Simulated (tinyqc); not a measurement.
Schottky diode by thermionic emission with image-force lowering and series resistance: two steps of the calculation.

Metal on an n-type semiconductor with one parabolic valley; V > 0 is forward bias (metal positive). I = I0 [exp(Vj/(n Vt)) - 1] with Vj = V - I Rs; I0 = S A* T^2 exp(-(phi - dphi)/Vt), the lowering dphi taken at zero bias.

Inputs (values chosen for the exercise); band and dielectric values close to those of gallium nitride:
- T = 350 K (temperature)
- me = 0.199 m0 (electron mass)
- eps_r = 9.42 (relative permittivity)
- phi = 0.66 eV (barrier height seen from the metal)
- Nd = 1.2e17 cm^-3 (donor density)
- S = 0.0001 cm^2 (area)
- n = 1.2 (ideality factor)
- Rs = 73 ohm (series resistance)
- V = 0.72 V (applied bias)

Constants: q = 1.602176634e-19 C, kB = 1.380649e-23 J/K, h = 6.62607015e-34 J s, m0 = 9.1093837015e-31 kg, Vt = kB T/q, eps0 = 8.8541878128e-14 F/cm where lengths are in cm. Results are converted to the units shown.

Problem 1. Saturation current. A* = 4 pi q me m0 kB^2/h^3 (times 1e-4 for A/(cm^2 K^2)); Nc = 2 (2 pi me m0 kB T/h^2)^1.5 (times 1e-6 for cm^-3); xi = Vt ln(Nc/Nd), Vbi = phi - xi; surface field Em = sqrt(2 q Nd (Vbi - V - Vt)/(eps0 eps_r)); dphi = sqrt(q Em/(4 pi eps0 eps_r)). Here V = 0 in Em.

Wanted: A*; Nc; Vbi; Em; dphi; I0.

Solution 1.

A* = 23.91 A/(cm^2 K^2)
Nc = 2.807e18 cm^-3
Vbi = 0.5649 V
Em = 157.0 kV/cm
dphi = 48.99 meV
I0 = 4.663e-7 A

The lowering raises I0 by a factor of 5.08.

Problem 2. Junction voltage. Newton step for g(Vj) = Vj + Rs I0 [exp(Vj/(n Vt)) - 1] - V = 0: Vj(new) = Vj - g/g', g' = 1 + Rs I0 exp(Vj/(n Vt))/(n Vt).

I0 = 4.6629573e-7 A
Vj after iteration 1 = 0.33832600 V

Give: Vj after iteration 2.

Solution 2.

Vj after iteration 2 = 0.33757 V

Computed by the program tinyqc: `OMP_NUM_THREADS=1 python tinyqc.py 2640104 2640105 out.jsonl`, one thread of a shared Intel Xeon 2.30GHz, about 0.01 s for the whole run.
